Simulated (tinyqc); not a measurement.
Inside a calculation. Model: solubility, supersaturation, precipitation and gettering of an impurity in a silicon-like host. Computed by tinyqc, a small Python program that keeps every step. Command: `OMP_NUM_THREADS=1 python tinyqc.py 3005477 3005478 out.jsonl ripen walk`. One thread of a shared host (Intel(R) Xeon(R) Processor @ 2.30GHz), about 0.01 s of CPU time with the checks. Intermediate numbers are printed to about 7 digits and carried at full precision; extremes and crossings named in words are read from the listed rows.

The wafer was saturated at T1 and is then held at T.

Inputs (values chosen for the exercise, modelled on chromium in silicon):

| quantity | value | unit |
|---|---|---|
| site density N0 | 5e+22 | 1/cm^3 |
| enthalpy of solution H | 2.75 | eV |
| entropy of solution S | 4.2 | k_B |
| diffusion prefactor D0 | 0.00075 | cm^2/s |
| migration energy Q | 0.805 | eV |
| temperature of saturation T1 | 1475 | K |
| anneal temperature T | 940 | K |
| sink density n | 1.6e+08 | 1/cm^3 |
| initial sink radius r0 | 13 | nm |
| impurity density in the precipitate C_p | 2.4e+22 | 1/cm^3 |
| interface energy gamma | 0.28 | J/m^2 |
| anneal time t | 3100 | s |
| wafer thickness w | 200 | micrometre |

Gettering: relaxation gettering at sinks.

Constants: k_B = 8.617333262e-05 eV/K; k_B = 1.380649e-23 J/K.

## Solubility, diffusivity, supersaturation

C_eq(T) = N0 exp(S/k_B - H/(k_B T)); D(T) = D0 exp(-Q/(k_B T)); C0 = C_eq(T1). Supersaturation s = C0/C_eq(T); critical radius r* = 2 gamma/(C_p k_B T ln s); barrier W* = (4 pi/3) gamma r*^2. Strain energy is left out.

C0 = 1.339091e+15 1/cm^3

C_eq(T) = 6.011390e+09 1/cm^3

D(T) = 3.623106e-08 cm^2/s

supersaturation s = 222759.0

critical radius r* = 0.1460064 nm

W*/(k_B T) = 1.926546

Sinks of radius r0 are above r* and grow. The barrier is low enough for new nuclei to form. Caution: the barrier to homogeneous nucleation is below 35 k_B T for these inputs, so new precipitates would form and outnumber the fixed sinks assumed here. Caution: a critical radius of atomic size is outside the capillary model.

## Ham's law for sinks of fixed radius

tau0 = 1/(4 pi n r0 D); C_fixed(t) = C_eq + (C0 - C_eq) exp(-t/tau0). If all excess precipitates, the final radius is r_f = [r0^3 + 3 (C0 - C_eq)/(4 pi n C_p)]^(1/3), with tau_f = 1/(4 pi n r_f D).

tau0 = 10559.56 s

C_fixed(t) = 9.984212e+14 1/cm^3

final radius r_f = 44.04537 nm

tau_f = 3116.656 s

The sinks grow 3.4 times, so the fixed radius underrates the later rate.

## Growing precipitates

Growing sinks: with y = r/r_f and y0 = r0/r_f, dy/dt = (1 - y^3)/(3 tau_f y), which integrates to t/tau_f = F(y) - F(y0), F(y) = (1/2) ln[(1 + y + y^2)/(1 - y)^2] - sqrt(3) arctan[(2y + 1)/sqrt(3)]; the share of the excess left is (1 - y^3)/(1 - y0^3), and C(t) = C_eq + (C0 - C_eq) x share.

radius at t = 33.95909 nm

share of the excess left = 0.5559767

C(t) with growing sinks = 7.445063e+14 1/cm^3

44.4 % of the excess has precipitated.

## Denuded zone

Near a surface held at C_eq(T) the excess decays by out-diffusion over sqrt(D t) and by capture over L_s = sqrt(D tau_f) = (4 pi n r_f)^(-1/2); the shorter length sets the depth from which the surface draws.

sqrt(D t) = 105.9794 micrometre

capture length L_s = 106.2637 micrometre

L_s/w = 0.5313185

The capture length exceeds a third of the wafer: given time, most impurity reaches the surfaces before a sink, a loss that the precipitation formulas leave out.

## The best anneal temperature for the time t

C_eq(T) = N0 exp(S/k_B - H/(k_B T)); D(T) = D0 exp(-Q/(k_B T)); C0 = C_eq(T1). r_f = [r0^3 + 3 (C0 - C_eq)/(4 pi n C_p)]^(1/3), tau_f = 1/(4 pi n r_f D).

Dissolved share after t:

| T (K) | C_eq/C0 | tau_f (s) | C(t)/C0 |
|---|---|---|---|
| 664 | 3.339038e-12 | 1.939456e+05 | 0.9951565 |
| 767 | 2.121230e-09 | 2.932076e+04 | 0.9639982 |
| 885 | 5.443383e-07 | 5.779803e+03 | 0.7687393 |
| 1003 | 3.786696e-05 | 1.669552e+03 | 0.2678265 |
| 1121 | 1.078400e-03 | 6.265697e+02 | 0.0144044 |
| 1239 | 1.622737e-02 | 2.847391e+02 | 0.0162620 |
| 1342 | 1.171608e-01 | 1.653370e+02 | 0.1171608 |
| 1416 | 4.059680e-01 | 1.305302e+02 | 0.4059680 |

The lowest dissolved share among these rows is 0.014 at 1121 K. Above it solubility sets the floor; below it diffusion is too slow for this time. Solubility falls with H = 2.75 eV and diffusion with Q = 0.805 eV.

Checks made by the program: radius against numerical integration (relative difference 2e-10).
